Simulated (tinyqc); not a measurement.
Ways to converge the cycle: SCF convergence aids in the cc-pvdz basis, for He, spin multiplicity 1. Computed by the program tinyqc with PySCF. 

Geometry (angstrom):

| atom | x | y | z |
|---|---|---|---|
| He | 0.0000 | 0.0000 | 0.0000 |

lowest restricted solution found by these runs and by PySCF = -2.855160 hartree

RHF with one setting changed at a time; a run stops when the energy changes by less than 1e-09 hartree and the error matrix is below 1e-5. The start is the core Hamiltonian. Damping d keeps d of the old density; a shift (hartree) raises the virtual levels; DIIS n extrapolates F over n matrices.

Largest element of the error matrix X^T (FDS - SDF) X:

| iteration | plain | damping 0.3 | damping 0.6 | shift 0.4 | DIIS 3 | DIIS 8 |
|---|---|---|---|---|---|---|
| 1 | 6.7e-01 | 6.7e-01 | 6.7e-01 | 6.7e-01 | 6.7e-01 | 6.7e-01 |
| 2 | 5.7e-02 | 2.4e-01 | 4.3e-01 | 1.5e-01 | 5.7e-02 | 5.7e-02 |
| 3 | 4.3e-03 | 8.7e-02 | 2.7e-01 | 3.3e-02 | 3.7e-04 | 3.7e-04 |
| 4 | 3.3e-04 | 3.1e-02 | 1.7e-01 | 6.9e-03 | 1.7e-04 | 1.7e-04 |
| 5 | 2.5e-05 | 1.1e-02 | 1.1e-01 | 1.5e-03 | 1.2e-07 | 1.1e-04 |
| 6 | 1.9e-06 | 3.9e-03 | 6.9e-02 | 3.1e-04 | 9.4e-11 | 7.9e-05 |
| 8 | - | 4.9e-04 | 2.8e-02 | 1.4e-05 | - | 5.2e-05 |
| 10 | - | 6.2e-05 | 1.1e-02 | - | - | 5.6e-08 |
| 14 | - | 9.7e-07 | 1.8e-03 | - | - | - |
| 20 | - | - | 1.1e-04 | - | - | - |
| 30 | - | - | 1.1e-06 | - | - | - |

How each run ends:

| run | iterations | E (hartree) | state |
|---|---|---|---|
| plain | 6 | -2.855160 | lowest found |
| damping 0.3 | 18 | -2.855160 | lowest found |
| damping 0.6 | 37 | -2.855160 | lowest found |
| shift 0.4 | 9 | -2.855160 | lowest found |
| DIIS 3 | 6 | -2.855160 | lowest found |
| DIIS 8 | 10 | -2.855160 | lowest found |

6 of 6 runs reach the lowest restricted solution found, in 6 to 37 iterations (fastest: plain, DIIS 3). Plain steps already contract here, so damping only slows them. DIIS minimises the error, not the energy, so it can stall or settle near a saddle, and its small system turns near-singular when few rotations are active.
